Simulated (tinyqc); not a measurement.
k.p theory built from an empirical-pseudopotential calculation at Gamma: sweeps and comparisons. A value that a table varies takes the place of the one given here.

Empirical pseudopotential on the fcc lattice, atoms at +/- tau, tau = a (1,1,1)/8, no spin-orbit coupling. H(G,G') = c (2 pi/a)^2 |k + G|^2 delta + VS(q) cos(q.tau) + i VA(q) sin(q.tau), q = G - G', c = hbar^2/2m0; k and G in units of 2 pi/a; VS at |q|^2 = 3, 8, 11 and VA at 3, 4, 11, in rydberg, zero elsewhere. The basis is fixed: all 59 G with |G|^2 up to Gcut. Energies are counted from the fourth level at Gamma.

k.p in the lowest n states at Gamma: H_nm = (E_n + c k^2) delta + 2 c k.<n|G|m>, k in 1/angstrom; with all states of the basis it is exact.

Empirical pseudopotential on the fcc lattice, atoms at +/- tau, tau = a (1,1,1)/8, no spin-orbit coupling. H(G,G') = c (2 pi/a)^2 |k + G|^2 delta + VS(q) cos(q.tau) + i VA(q) sin(q.tau), q = G - G', c = hbar^2/2m0; k and G in units of 2 pi/a; VS at |q|^2 = 3, 8, 11 and VA at 3, 4, 11, in rydberg, zero elsewhere. The basis holds all G with |G|^2 up to a cut-off. Energies are counted from the fourth level at Gamma.

For a multiplet A of d_A states, W(B) = (4 c/(3 d_A)) sum over n in A, m in B and i = x, y, z of |<n|G_i|m>|^2 (G in 1/angstrom, <n|G_i|m> = sum_G c_n(G)* G_i c_m(G)); the mean inverse mass of A is 1 + sum_B W(B)/(E_A - E_B). Multiplets with W = 0 are left out.

Valence parameters: D(u) = c + 4 c^2 sum_m <n|u.G|m><m|u.G|n'>/(0 - E_m) on the valence triplet, in units of c, has eigenvalues L, M, M along [100] and (L + 2M + 2N)/3, (L + 2M - N)/3 twice along [111]; g1 = -(L + 2M)/3, g2 = -(L - M)/6, g3 = -N/6.

Constants: hbar^2/2m0 = 3.80998211 eV angstrom^2; Ry = 13.60569312 eV.

Values chosen for the exercise (near those of Ge; not measured data): a = 5.661 angstrom (lattice constant); VS = (-0.231, 0.008, 0.059) Ry (symmetric form factors); VA = (0, 0, 0) Ry (antisymmetric form factors); Gcut = 12 (2 pi/a)^2 (largest |G|^2 of the fixed basis); VS3 = -0.231 Ry; VS8 = 0.008 Ry; VS11 = 0.059 Ry; VA3 = 0 Ry; VA4 = 0 Ry; VA11 = 0 Ry.

## How many bands a k.p model needs: band 4 from Gamma to X

Band 4 (counted from below) at k = f (1, 0, 0) 2 pi/a; n ends on whole multiplets.

Energies (eV):
```
f       n = 8  n = 15  n = 27  n = 59 (exact)
0.000   0.000   0.000   0.000           0.000
0.125  -0.195  -0.198  -0.201          -0.201
0.250  -0.623  -0.646  -0.656          -0.657
0.375  -1.078  -1.147  -1.170          -1.171
0.500  -1.464  -1.603  -1.643          -1.645
0.625  -1.741  -1.969  -2.031          -2.035
0.750  -1.892  -2.224  -2.316          -2.321
0.875  -1.909  -2.357  -2.486          -2.495
1.000  -1.788  -2.362  -2.536          -2.550
```

With n = 8 the band stays within 0.05 eV of the exact one up to f = 0.250 (error at X: +0.762 eV). With n = 15 the band stays within 0.05 eV of the exact one up to f = 0.500 (error at X: +0.188 eV). With n = 27 the band stays within 0.05 eV of the exact one over the whole line (error at X: +0.014 eV). A smaller basis can only raise a level.

## Convergence with the plane-wave basis

E_s is the lowest empty singlet, Ep its W to the valence triplet, m its mass.

Results:
```
cut-off  plane waves  E_s (eV)  Ep (eV)  m (m0)    g1    g2    g3
8                 27     0.872    20.05  0.0417  9.92  3.41  4.38
11                51     1.042    20.04  0.0495  8.57  2.87  3.68
12                59     1.071    20.04  0.0508  8.50  2.75  3.62
16                65     1.071    20.04  0.0508  8.51  2.75  3.62
19                89     1.063    20.05  0.0505  8.55  2.78  3.64
20               113     1.053    20.06  0.0500  8.61  2.81  3.68
24               137     1.053    20.07  0.0500  8.61  2.81  3.68
```

Against the last row, E_s errs most, by -0.181 eV, at cut-off 8, and by 0.000 eV in the last row but one. Ep varies by 0.1 % over the table and m by 18.2 %: the mass, near E_s/Ep, inherits the errors of both. Local form factors fix the converged values only roughly. The gap is a difference of two levels, so it need not converge steadily, and here it does not.

## What each form factor does (empirical-pseudopotential levels)

Lowest empty singlet and triplet at Gamma and the valence width there (fixed basis); lowest empty level at X = (1,0,0) and L = (1/2,1/2,1/2) from the valence top, these levels and that top with all |k + G|^2 up to 21. Singlet and triplet count orbital degeneracy. VS3 is VS at |q|^2 = 3, and so on. The row for a keeps the form factors fixed, so it is no model of a real expansion, which changes them too. Each row changes one parameter from the base and keeps the others.

Results:
```
case                singlet (eV)  triplet (eV)  X (eV)  L (eV)  width (eV)
base                       1.071         3.489   1.150   0.878      12.048
a = 5.718 angstrom         1.083         3.512   1.272   0.956      11.767
VS3 = -0.221 Ry            1.162         3.347   0.903   0.778      12.086
VS8 = 0.018 Ry             1.600         3.430   1.225   1.123      11.947
VS11 = 0.069 Ry            1.639         3.729   1.428   1.260      11.851
VA3 = 0.03 Ry              1.125         3.524   0.879   0.891      12.056
VA4 = 0.03 Ry              1.041         3.588   0.756   0.941      12.052
VA11 = 0.03 Ry             0.926         3.441   0.799   0.801      12.076
```

The largest shifts from the base row, up to three for each result and ties (the steps differ in size, so this ranks the rows, not the parameters). singlet (eV): VS11 +0.568, VS8 +0.529, VA11 -0.145. triplet (eV): VS11 +0.240, VS3 -0.142, VA4 +0.099. X (eV): VA4 -0.394, VA11 -0.350, VS11 +0.278. L (eV): VS11 +0.382, VS8 +0.245, VS3 -0.100. width (eV): a -0.281, VS11 -0.196, VS8 -0.101. In a diamond crystal a small VA enters the levels at Gamma and L only in second order, by symmetry, but splits the degenerate pair at X in first order.

(tinyqc, `OMP_NUM_THREADS=1 python tinyqc.py 1080320 1080321 out.jsonl`, Intel(R) Xeon(R) Processor @ 2.30GHz, 1 thread, shared host, about 0.3 s.)
